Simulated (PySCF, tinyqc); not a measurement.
Worked calculation: RHF in the 3-21g basis, for H3-, spin multiplicity 1. The basis has no diffuse functions, so it cannot describe the extra electron: this is an exercise in the method, not the real anion. The lowest restricted solution is unstable here: a spin-polarised one lies 0.0688 hartree lower (PySCF). Computed by tinyqc, a small Python program that keeps every step (integrals from PySCF). Settings: charge = -1, multiplicity = 1, basis = 3-21g, energy threshold = 1e-09, iteration cap = 85, orthogonalisation = symmetric, start = atomic densities, DIIS depth = 0, method = RHF. Command: `OMP_NUM_THREADS=1 python tinyqc.py 23881 23882 out.jsonl` (the two numbers bound the seeds that draw the settings). One thread of a shared host (Intel(R) Xeon(R) Processor @ 2.60GHz), about 0.09 s of CPU time with the checks. Later iterations appear only in the table of the cycle.

## One-electron integrals

Geometry (angstrom):
```
atom         x         y         z
H     0.000000  0.000000  0.000000
H     0.000000  0.000000  0.895000
H     0.000000  0.775000  0.448000
```

Basis 3-21g: exponents (1/bohr^2) and contraction coefficients of normalised primitives:
```
element  l (shell)  exponent  coefficient
H            s (1)  5.447178     0.156285
H            s (1)  0.824547     0.904691
H            s (2)  0.183192     1.000000
```

Overlap, kinetic and nuclear-attraction integrals over the contracted functions; the nuclear repulsion is the sum of Za Zb / Rab.

nuclear repulsion = 1.77388443 hartree

overlap S, order 1H 1s, 1H 2s, 2H 1s, 2H 2s, 3H 1s, 3H 2s:
```
[[1.000000, 0.645899, 0.271935, 0.419064, 0.271807, 0.418996],
 [0.645899, 1.000000, 0.419064, 0.769502, 0.418996, 0.769426],
 [0.271935, 0.419064, 1.000000, 0.645899, 0.272185, 0.419198],
 [0.419064, 0.769502, 0.645899, 1.000000, 0.419198, 0.769651],
 [0.271807, 0.418996, 0.272185, 0.419198, 1.000000, 0.645899],
 [0.418996, 0.769426, 0.419198, 0.769651, 0.645899, 1.000000]]
```

kinetic energy T (hartree), order 1H 1s, 1H 2s, 2H 1s, 2H 2s, 3H 1s, 3H 2s:
```
[[1.549405, 0.293152, 0.050287, 0.135191, 0.050155, 0.135148],
 [0.293152, 0.274788, 0.135191, 0.174515, 0.135148, 0.174484],
 [0.050287, 0.135191, 1.549405, 0.293152, 0.050544, 0.135274],
 [0.135191, 0.174515, 0.293152, 0.274788, 0.135274, 0.174576],
 [0.050155, 0.135148, 0.050544, 0.135274, 1.549405, 0.293152],
 [0.135148, 0.174484, 0.135274, 0.174576, 0.293152, 0.274788]]
```

nuclear attraction V (hartree), order 1H 1s, 1H 2s, 2H 1s, 2H 2s, 3H 1s, 3H 2s:
```
[[-2.901266, -1.534540, -0.769928, -1.038400, -0.769529, -1.038230],
 [-1.534540, -1.690843, -1.038495, -1.381235, -1.038292, -1.381101],
 [-0.769928, -1.038495, -2.901590, -1.534729, -0.770705, -1.038827],
 [-1.038400, -1.381235, -1.534729, -1.690991, -1.038795, -1.381495],
 [-0.769529, -1.038292, -0.770705, -1.038795, -2.901480, -1.534665],
 [-1.038230, -1.381101, -1.038827, -1.381495, -1.534665, -1.690941]]
```

core Hamiltonian H = T + V (hartree), order 1H 1s, 1H 2s, 2H 1s, 2H 2s, 3H 1s, 3H 2s:
```
[[-1.351861, -1.241388, -0.719641, -0.903210, -0.719374, -0.903082],
 [-1.241388, -1.416055, -0.903304, -1.206720, -0.903144, -1.206617],
 [-0.719641, -0.903304, -1.352185, -1.241577, -0.720161, -0.903552],
 [-0.903210, -1.206720, -1.241577, -1.416203, -0.903520, -1.206919],
 [-0.719374, -0.903144, -0.720161, -0.903520, -1.352075, -1.241513],
 [-0.903082, -1.206617, -0.903552, -1.206919, -1.241513, -1.416153]]
```

## Two-electron integrals

Functions are numbered as in S; the eight-fold symmetry (ij|kl) = (ji|kl) = (kl|ij) leaves the list below.

Two-electron integrals (ij|kl) in chemists' order, unique and non-zero (hartree):
```
(11|11) 1.140145   (21|11) 0.611403   (21|21) 0.345152   (22|11) 0.626370
(22|21) 0.380329   (22|22) 0.482957   (31|11) 0.241686   (31|21) 0.138989
(31|22) 0.157112   (31|31) 0.076703   (32|11) 0.268279   (32|21) 0.164121
(32|22) 0.208959   (32|31) 0.097355   (32|32) 0.144646   (33|11) 0.578379
(33|21) 0.362762   (33|22) 0.482121   (33|31) 0.241686   (33|32) 0.388192
(33|33) 1.140145   (41|11) 0.388192   (41|21) 0.220223   (41|22) 0.244676
(41|31) 0.097355   (41|32) 0.117814   (41|33) 0.268279   (41|41) 0.144646
(42|11) 0.448739   (42|21) 0.274687   (42|22) 0.356026   (42|31) 0.129553
(42|32) 0.184556   (42|33) 0.448739   (42|41) 0.184556   (42|42) 0.285975
(43|11) 0.362762   (43|21) 0.226133   (43|22) 0.300836   (43|31) 0.138989
(43|32) 0.220223   (43|33) 0.611403   (43|41) 0.164121   (43|42) 0.274687
(43|43) 0.345152   (44|11) 0.482121   (44|21) 0.300836   (44|22) 0.410359
(44|31) 0.157112   (44|32) 0.244676   (44|33) 0.626370   (44|41) 0.208959
(44|42) 0.356026   (44|43) 0.380329   (44|44) 0.482957   (51|11) 0.241555
(51|21) 0.138916   (51|22) 0.157033   (51|31) 0.063585   (51|32) 0.077672
(51|33) 0.175432   (51|41) 0.092717   (51|42) 0.120767   (51|43) 0.108108
(51|44) 0.138031   (51|51) 0.076629   (52|11) 0.268203   (52|21) 0.164078
(52|22) 0.208912   (52|31) 0.077690   (52|32) 0.106343   (52|33) 0.248952
(52|41) 0.111109   (52|42) 0.166885   (52|43) 0.154009   (52|44) 0.201120
(52|51) 0.097290   (52|52) 0.144598   (53|11) 0.175602   (53|21) 0.108221
(53|22) 0.138196   (53|31) 0.063663   (53|32) 0.092852   (53|33) 0.241943
(53|41) 0.077757   (53|42) 0.120926   (53|43) 0.139132   (53|44) 0.157264
(53|51) 0.063636   (53|52) 0.092839   (53|53) 0.076845   (54|11) 0.248962
(54|21) 0.154024   (54|22) 0.201170   (54|31) 0.077722   (54|32) 0.111183
(54|33) 0.268425   (54|41) 0.106363   (54|42) 0.166960   (54|43) 0.164205
(54|44) 0.209049   (54|51) 0.092741   (54|52) 0.142592   (54|53) 0.097481
(54|54) 0.144739   (55|11) 0.578283   (55|21) 0.362709   (55|22) 0.482079
(55|31) 0.175489   (55|32) 0.248981   (55|33) 0.578565   (55|41) 0.248906
(55|42) 0.393793   (55|43) 0.362865   (55|44) 0.482203   (55|51) 0.241555
(55|52) 0.388126   (55|53) 0.241943   (55|54) 0.388323   (55|55) 1.140145
(61|11) 0.388126   (61|21) 0.220186   (61|22) 0.244635   (61|31) 0.092750
(61|32) 0.111120   (61|33) 0.248903   (61|41) 0.142547   (61|42) 0.180571
(61|43) 0.153983   (61|44) 0.201099   (61|51) 0.097290   (61|52) 0.117767
(61|53) 0.077746   (61|54) 0.111137   (61|55) 0.268203   (61|61) 0.144598
(62|11) 0.448683   (62|21) 0.274653   (62|22) 0.355985   (62|31) 0.120812
(62|32) 0.166903   (62|33) 0.393781   (62|41) 0.180579   (62|42) 0.273944
(62|43) 0.244336   (62|44) 0.328183   (62|51) 0.129479   (62|52) 0.184506
(62|53) 0.120917   (62|54) 0.180632   (62|55) 0.448683   (62|61) 0.184506
(62|62) 0.285918   (63|11) 0.248987   (63|21) 0.154038   (63|22) 0.201181
(63|31) 0.092787   (63|32) 0.142614   (63|33) 0.388323   (63|41) 0.111162
(63|42) 0.180651   (63|43) 0.220296   (63|44) 0.244756   (63|51) 0.077693
(63|52) 0.111169   (63|53) 0.097481   (63|54) 0.117905   (63|55) 0.268425
(63|61) 0.106356   (63|62) 0.166952   (63|63) 0.144739   (64|11) 0.393815
(64|21) 0.244362   (64|22) 0.328236   (64|31) 0.120838   (64|32) 0.180636
(64|33) 0.448849   (64|41) 0.166927   (64|42) 0.274011   (64|43) 0.274752
(64|44) 0.356106   (64|51) 0.120784   (64|52) 0.180608   (64|53) 0.129698
(64|54) 0.184655   (64|55) 0.448849   (64|61) 0.166901   (64|62) 0.273988
(64|63) 0.184655   (64|64) 0.286086   (65|11) 0.362709   (65|21) 0.226105
(65|22) 0.300812   (65|31) 0.108147   (65|32) 0.154028   (65|33) 0.362865
(65|41) 0.153988   (65|42) 0.244345   (65|43) 0.226189   (65|44) 0.300882
(65|51) 0.138916   (65|52) 0.220186   (65|53) 0.139132   (65|54) 0.220296
(65|55) 0.611403   (65|61) 0.164078   (65|62) 0.274653   (65|63) 0.164205
(65|64) 0.274752   (65|65) 0.345152   (66|11) 0.482079   (66|21) 0.300812
(66|22) 0.410336   (66|31) 0.138087   (66|32) 0.201148   (66|33) 0.482203
(66|41) 0.201116   (66|42) 0.328201   (66|43) 0.300882   (66|44) 0.410405
(66|51) 0.157033   (66|52) 0.244635   (66|53) 0.157264   (66|54) 0.244756
(66|55) 0.626370   (66|61) 0.208912   (66|62) 0.355985   (66|63) 0.209049
(66|64) 0.356106   (66|65) 0.380329   (66|66) 0.482957
```

## Orthogonalisation

S = U s U^T; symmetric (Loewdin) form X = U s^(-1/2) U^T, so that X^T S X = 1.

eigenvalues of S: [0.142535, 0.142663, 0.476247, 0.815609, 0.816190, 3.606757]

X, order 1H 1s, 1H 2s, 2H 1s, 2H 2s, 3H 1s, 3H 2s:
```
[[1.250264, -0.491852, -0.057904, 0.027246, -0.057818, 0.027234],
 [-0.491852, 1.911390, 0.027280, -0.535196, 0.027257, -0.534939],
 [-0.057904, 0.027280, 1.250300, -0.491873, -0.058072, 0.027303],
 [0.027246, -0.535196, -0.491873, 1.912020, 0.027291, -0.535697],
 [-0.057818, 0.027257, -0.058072, 0.027291, 1.250288, -0.491866],
 [0.027234, -0.534939, 0.027303, -0.535697, -0.491866, 1.911806]]
```

## Starting guess

The start is atomic minimal-basis densities projected into this basis (PySCF's MINAO start) and scaled to the electron count of each spin; this density is not idempotent, so its energy is not variational and may lie below the converged one.

D at the start, order 1H 1s, 1H 2s, 2H 1s, 2H 2s, 3H 1s, 3H 2s:
```
[[0.275796, 0.380460, -0.012603, 0.001073, -0.012604, 0.001075],
 [0.380460, 0.527447, 0.001083, 0.028377, 0.001082, 0.028380],
 [-0.012603, 0.001083, 0.275801, 0.380457, -0.012602, 0.001079],
 [0.001073, 0.028377, 0.380457, 0.527426, 0.001075, 0.028371],
 [-0.012604, 0.001082, -0.012602, 0.001075, 0.275800, 0.380458],
 [0.001075, 0.028380, 0.001079, 0.028371, 0.380458, 0.527433]]
```

## Iteration 1: building the Fock matrix

J_ij = sum D_kl (ij|kl), K_ij = sum D_kl (ik|jl); F = H + J - 0.5 K; E = tr D H + tr D J / 2 - 0.25 tr D K + E_nn.

Coulomb J (hartree), order 1H 1s, 1H 2s, 2H 1s, 2H 2s, 3H 1s, 3H 2s:
```
[[2.550206, 1.531018, 0.731167, 1.029693, 0.730818, 1.029528],
 [1.531018, 1.923930, 1.029762, 1.549015, 1.029574, 1.548866],
 [0.731167, 1.029762, 2.550471, 1.531165, 0.731847, 1.030081],
 [1.029693, 1.549015, 1.531165, 1.924057, 1.030058, 1.549304],
 [0.730818, 1.029574, 0.731847, 1.030058, 2.550381, 1.531115],
 [1.029528, 1.548866, 1.030081, 1.549304, 1.531115, 1.924014]]
```

exchange K (hartree), order 1H 1s, 1H 2s, 2H 1s, 2H 2s, 3H 1s, 3H 2s:
```
[[1.326649, 1.205499, 0.761775, 1.005379, 0.761567, 1.005270],
 [1.205499, 1.349364, 1.005499, 1.259175, 1.005350, 1.259089],
 [0.761775, 1.005499, 1.326932, 1.205771, 0.762179, 1.005709],
 [1.005379, 1.259175, 1.205771, 1.349608, 1.005668, 1.259343],
 [0.761567, 1.005350, 0.762179, 1.005668, 1.326836, 1.205679],
 [1.005270, 1.259089, 1.005709, 1.259343, 1.205679, 1.349525]]
```

Fock matrix F (hartree), order 1H 1s, 1H 2s, 2H 1s, 2H 2s, 3H 1s, 3H 2s:
```
[[0.535020, -0.313120, -0.369361, -0.376206, -0.369339, -0.376189],
 [-0.313120, -0.166807, -0.376292, -0.287292, -0.376245, -0.287296],
 [-0.369361, -0.376292, 0.534820, -0.313298, -0.369403, -0.376325],
 [-0.376206, -0.287292, -0.313298, -0.166950, -0.376296, -0.287286],
 [-0.369339, -0.376245, -0.369403, -0.376296, 0.534888, -0.313237],
 [-0.376189, -0.287296, -0.376325, -0.287286, -0.313237, -0.166902]]
```

total energy of this density = -1.68536494 hartree

This density is the starting one; it is not idempotent, so its energy is not variational and may lie below the converged one.

## Iteration 1: diagonalisation and new density

Diagonalise F' = X^T F X, C = X C', fill 2 alpha and 2 beta electrons from the bottom; D = 2 C_occ C_occ^T. Each column has its largest component positive (the first on a tie).

F' = X^T F X (hartree):
```
[[1.214046, -0.647825, -0.280309, -0.099549, -0.280133, -0.099548],
 [-0.647825, 0.609807, -0.099545, -0.194672, -0.099546, -0.194648],
 [-0.280309, -0.099545, 1.214078, -0.647837, -0.280651, -0.099547],
 [-0.099549, -0.194672, -0.647837, 0.609847, -0.099548, -0.194718],
 [-0.280133, -0.099546, -0.280651, -0.099548, 1.214067, -0.647833],
 [-0.099548, -0.194648, -0.099547, -0.194718, -0.647833, 0.609833]]
```

orbital energies (hartree): [-0.437241, 0.501582, 0.501804, 1.311046, 1.796988, 1.797499]

coefficients C, order 1H 1s, 1H 2s, 2H 1s, 2H 2s, 3H 1s, 3H 2s:
```
[[0.202263, 0.143312, -0.024611, 0.671936, -1.123544, 0.193273],
 [0.228691, 1.521247, -0.261729, -0.496826, 1.317659, -0.226617],
 [0.202333, -0.050340, 0.136343, 0.672336, 0.394218, -1.069532],
 [0.228726, -0.534049, 1.449118, -0.497681, -0.462472, 1.254440],
 [0.202310, -0.093015, -0.111707, 0.672200, 0.728689, 0.876616],
 [0.228714, -0.986986, -1.187509, -0.497391, -0.854760, -1.028062]]
```

D after iteration 1, order 1H 1s, 1H 2s, 2H 1s, 2H 2s, 3H 1s, 3H 2s:
```
[[0.122897, 0.528536, 0.067421, -0.060545, 0.055179, -0.190372],
 [0.528536, 4.732986, -0.060614, -1.520227, -0.190466, -2.898290],
 [0.067421, -0.060614, 0.086946, 0.146325, 0.091233, 0.191922],
 [-0.060545, -1.520227, 0.146325, 0.675048, 0.191897, 1.158824],
 [0.055179, -0.190466, 0.091233, 0.191897, 0.099162, 0.276152],
 [-0.190372, -2.898290, 0.191922, 1.158824, 0.276152, 2.052903]]
```

## Iteration 2: building the Fock matrix

As before.

Coulomb J (hartree), order 1H 1s, 1H 2s, 2H 1s, 2H 2s, 3H 1s, 3H 2s:
```
[[2.380720, 1.437549, 0.640374, 0.945208, 0.644412, 0.945414],
 [1.437549, 1.833372, 0.893008, 1.424949, 0.910933, 1.432775],
 [0.640374, 0.893008, 2.157347, 1.322039, 0.632488, 0.892579],
 [0.945208, 1.424949, 1.322039, 1.739437, 0.910298, 1.409679],
 [0.644412, 0.910933, 0.632488, 0.910298, 2.233159, 1.361236],
 [0.945414, 1.432775, 0.892579, 1.409679, 1.361236, 1.771301]]
```

exchange K (hartree), order 1H 1s, 1H 2s, 2H 1s, 2H 2s, 3H 1s, 3H 2s:
```
[[1.172957, 1.043209, 0.520794, 0.726896, 0.470447, 0.689901],
 [1.043209, 1.127058, 0.666468, 0.896838, 0.649984, 0.877479],
 [0.520794, 0.666468, 0.832533, 0.805702, 0.618724, 0.738400],
 [0.726896, 0.896838, 0.805702, 0.955641, 0.758909, 0.934420],
 [0.470447, 0.649984, 0.618724, 0.758909, 0.948162, 0.886347],
 [0.689901, 0.877479, 0.738400, 0.934420, 0.886347, 1.013814]]
```

Fock matrix F (hartree), order 1H 1s, 1H 2s, 2H 1s, 2H 2s, 3H 1s, 3H 2s:
```
[[0.442380, -0.325444, -0.339664, -0.321450, -0.310185, -0.302619],
 [-0.325444, -0.146212, -0.343530, -0.230190, -0.317203, -0.212581],
 [-0.339664, -0.343530, 0.388896, -0.322389, -0.397036, -0.380173],
 [-0.321450, -0.230190, -0.322389, -0.154586, -0.372677, -0.264450],
 [-0.310185, -0.317203, -0.397036, -0.372677, 0.407003, -0.323450],
 [-0.302619, -0.212581, -0.380173, -0.264450, -0.323450, -0.151759]]
```

total energy of this density = -1.21365465 hartree

## Iteration 2: diagonalisation and new density

As before.

F' = X^T F X (hartree):
```
[[1.085969, -0.695654, -0.258253, -0.052578, -0.235977, -0.026775],
 [-0.695654, 0.512197, -0.068411, -0.131336, -0.037225, -0.092855],
 [-0.258253, -0.068411, 1.002446, -0.594336, -0.301578, -0.118597],
 [-0.052578, -0.131336, -0.594336, 0.544242, -0.113215, -0.206143],
 [-0.235977, -0.037225, -0.301578, -0.113215, 1.030757, -0.628743],
 [-0.026775, -0.092855, -0.118597, -0.206143, -0.628743, 0.533352]]
```

orbital energies (hartree): [-0.415818, 0.209673, 0.466708, 1.159471, 1.603601, 1.685329]

coefficients C, order 1H 1s, 1H 2s, 2H 1s, 2H 2s, 3H 1s, 3H 2s:
```
[[0.205398, 0.196315, -0.035544, 0.539425, 0.187413, -1.185396],
 [0.150594, 1.479627, -0.262729, -0.368942, -0.203712, 1.418025],
 [0.247242, -0.047800, 0.147329, 0.763509, -1.007869, 0.359916],
 [0.244614, -0.506809, 1.426537, -0.618275, 1.229516, -0.476425],
 [0.234903, -0.103910, -0.135193, 0.672869, 0.941940, 0.623777],
 [0.228717, -0.951864, -1.167584, -0.522718, -1.111014, -0.801472]]
```

D after iteration 2, order 1H 1s, 1H 2s, 2H 1s, 2H 2s, 3H 1s, 3H 2s:
```
[[0.161455, 0.642809, 0.082798, -0.098502, 0.055699, -0.279774],
 [0.642809, 4.423948, -0.066987, -1.426100, -0.236745, -2.747920],
 [0.082798, -0.066987, 0.126827, 0.169408, 0.126089, 0.204095],
 [-0.098502, -1.426100, 0.169408, 0.633382, 0.220246, 1.076720],
 [0.055699, -0.236745, 0.126089, 0.220246, 0.131953, 0.305268],
 [-0.279774, -2.747920, 0.204095, 1.076720, 0.305268, 1.916713]]
```

## Convergence

Stop when the energy changes by less than 1e-09 hartree and every element of the error matrix X^T (F D S - S D F) X is below 9e-06.

Course of the cycle:
```
iteration  E (hartree)     change  largest element of the error matrix
1          -1.68536494          -                             1.75e-01
2          -1.21365465   4.72e-01                             9.22e-02
3          -1.22483700  -1.12e-02                             7.26e-03
4          -1.22501258  -1.76e-04                             2.65e-03
5          -1.22508917  -7.66e-05                             2.14e-03
6          -1.22516657  -7.74e-05                             2.22e-03
7          -1.22524718  -8.06e-05                             2.27e-03
8          -1.22533082  -8.36e-05                             2.32e-03
9          -1.22541716  -8.63e-05                             2.36e-03
10         -1.22550578  -8.86e-05                             2.39e-03
11         -1.22559623  -9.04e-05                             2.42e-03
12         -1.22568800  -9.18e-05                             2.44e-03
13         -1.22578056  -9.26e-05                             2.45e-03
14         -1.22587336  -9.28e-05                             2.45e-03
...                ...        ...                                  ...
72         -1.22747104  -5.14e-07                             1.63e-04
73         -1.22747150  -4.59e-07                             1.54e-04
74         -1.22747191  -4.09e-07                             1.45e-04
75         -1.22747228  -3.65e-07                             1.37e-04
76         -1.22747260  -3.26e-07                             1.30e-04
77         -1.22747289  -2.91e-07                             1.22e-04
78         -1.22747315  -2.59e-07                             1.16e-04
79         -1.22747338  -2.31e-07                             1.09e-04
80         -1.22747359  -2.06e-07                             1.03e-04
81         -1.22747377  -1.84e-07                             9.72e-05
82         -1.22747394  -1.64e-07                             9.18e-05
83         -1.22747408  -1.46e-07                             8.66e-05
84         -1.22747421  -1.31e-07                             8.18e-05
85         -1.22747433  -1.16e-07                             7.72e-05
```

PySCF RHF in the same basis = -1.22411636 hartree

Not converged within the cap of 85 iterations: the residual falls steadily but slowly, by a factor of about 0.94 a step. Reruns (cap 100 unless said): DIIS 8: converged in 13; damping 0.5: not converged; level shift 0.5: not converged; atomic densities as start, DIIS 8: converged in 13; the original settings with a cap of 400: converged in 127.
